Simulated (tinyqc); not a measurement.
Froehlich polaron in a polar crystal: one step, computed by the program tinyqc. Command: `OMP_NUM_THREADS=1 python tinyqc.py 3012612 3012613 out.jsonl frohlich walk`. One thread of a shared host (Intel(R) Xeon(R) Processor @ 2.30GHz), about 0.04 s of CPU time with the checks.

One electron in a parabolic band of mass m*, coupled to dispersionless LO phonons in the continuum model. Energies are in units of hbar omega unless marked, wave numbers in k_0 = sqrt(2 m* omega/hbar).

Problem. Mobility at low temperature. Scattering by absorption of an LO phonon: 1/tau = 2 alpha omega n, n = 1/(exp(hbar omega/(k_B T)) - 1); mu = e tau/m*, the weak-coupling result for k_B T well below hbar omega.

Inputs (values chosen for the exercise, for a model crystal): band mass m* = 0.359 m_0; LO phonon energy hbar omega = 67.8 meV; temperature T = 200 K.

coupling constant alpha = 1.978052

Constants: k_B = 8.617333262e-05 eV/K; hbar = 6.582119569e-16 eV s; e = 1.602176634e-19 C; m_0 = 9.1093837015e-31 kg.

Give: phonon occupation n; lifetime tau; mobility.

Solution.

phonon occupation n = 0.019957

lifetime tau = 122.96 fs

mobility = 602.42 cm^2/(V s)

Caution: this mobility formula holds for weak coupling and k_B T well below hbar omega, and it leaves out all other scattering.
